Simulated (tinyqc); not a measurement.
Landau levels of a parabolic two-dimensional band: one step. Where EF lies. Four cases, with inputs chosen for the exercise.

Question. Fill the listed levels in order up to nu; give the partly filled level, its energy and its filled share.

Each listed level takes n_B electrons. At zero temperature and without broadening EF sits in the partly filled level.

Case 1.

Levels:
```
label    E (meV)  gap above (meV)
0+      19.27016          8.94403
0-      28.21419         38.54032
1+      66.75451          8.94403
1-      75.69855         38.54032
2+     114.23886          8.94403
2-     123.18290         38.54032
3+     161.72322          8.94403
3-     170.66725         38.54032
```

nu = 4.10149

Case 2.

Levels:
```
label   E (meV)  gap above (meV)
0-      6.35840          0.48970
0+      6.84810         12.71681
1-     19.56490          0.48970
1+     20.05460         12.71681
2-     32.77141          0.48970
2+     33.26110         12.71681
3-     45.97791          0.48970
3+     46.46761         12.71681
```

nu = 0.70394

Case 3.

Levels:
```
label   E (meV)  gap above (meV)
0-      7.26267          0.50567
0+      7.76834         14.52533
1-     22.29367          0.50567
1+     22.79934         14.52533
2-     37.32467          0.50567
2+     37.83035         14.52533
3-     52.35568          0.50567
3+     52.86135         14.52533
```

nu = 1.15322

Case 4.

Levels:
```
label  E (meV)  gap above (meV)
0-a    0.49757          0.49000
0-b    0.98757          0.74252
0+a    1.73009          0.49000
0+b    2.22009          0.99515
1-a    3.21524          0.49000
1-b    3.70524          0.74252
1+a    4.44776          0.49000
1+b    4.93776          0.99515
```

nu = 3.32399

Give: level; EF; filled share.

Answer.

Case 1.

level: 2+

EF = 114.239 meV
filled share = 0.101

Case 2.

level: 0-

EF = 6.358 meV
filled share = 0.704

Case 3.

level: 0+

EF = 7.768 meV
filled share = 0.153

Case 4.

level: 0+b

EF = 2.220 meV
filled share = 0.324

Computed by tinyqc, one run a case: `OMP_NUM_THREADS=1 python tinyqc.py N N+1 out.jsonl` with N = 1251791, 1251867, 1252470, 1252720; one thread of a shared Intel(R) Xeon(R) Processor @ 2.30GHz, about 0.02 s a run at most.
